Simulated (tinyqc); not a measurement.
Strain along [001]: shallow donor in effective-mass theory, with valley-orbit splitting.

Basis: the 1s envelopes of the valleys +x, -x, +y, -y, +z, -z. Diagonal E0 - D0, element -D2 between opposite valleys and -D1 between perpendicular ones. Strain along [001] adds 2 Ds/3 to the z valleys and -Ds/3 to the others.

Values chosen for the exercise (near those of a group-V donor in Si; not measured data): E0 = -32.3 meV (single-valley level); D0 = 6.53 meV (central-cell shift); D1 = 6.56 meV (coupling of perpendicular valleys); D2 = 5.52 meV (coupling of opposite valleys).

Ground level, gap to the next level, weight in the z valleys and contact density (sum of amplitudes)^2/6.

Results:
```
Ds (meV)  ground (meV)  gap (meV)  z weight  contact density  ground less band edge (meV)
-120           -127.48      14.17     0.972            0.497                       -47.48
-40             -80.49      20.51     0.793            0.784                       -53.82
-15             -71.99      28.68     0.525            0.962                       -61.99
-5              -70.74      34.09     0.393            0.996                       -67.40
0               -70.59      37.28     0.333            1.000                       -70.59
5               -70.72      35.75     0.281            0.997                       -69.06
15              -71.69      33.38     0.198            0.976                       -66.69
40              -76.64      30.00     0.090            0.907                       -63.31
120            -100.01      26.70     0.018            0.787                       -60.01
```

What does the comparison show, and why?

The scale is the A1-E splitting 6 D1 = 39.4 meV. The contact density is largest without strain and falls to 0.497 and 0.787 at the ends, towards 1/3 (two valleys) and 2/3 (four valleys). The binding below the lowest band edge drops from 70.6 meV to 47.5 meV when the two z valleys are lowest and to 60.0 meV when the four others are, since fewer valleys share the coupling.

Run: tinyqc, `OMP_NUM_THREADS=1 python tinyqc.py 1252620 1252621 out.jsonl`; Intel(R) Xeon(R) Processor @ 2.30GHz, one thread, shared host; about 0.01 s of CPU time with all checks.
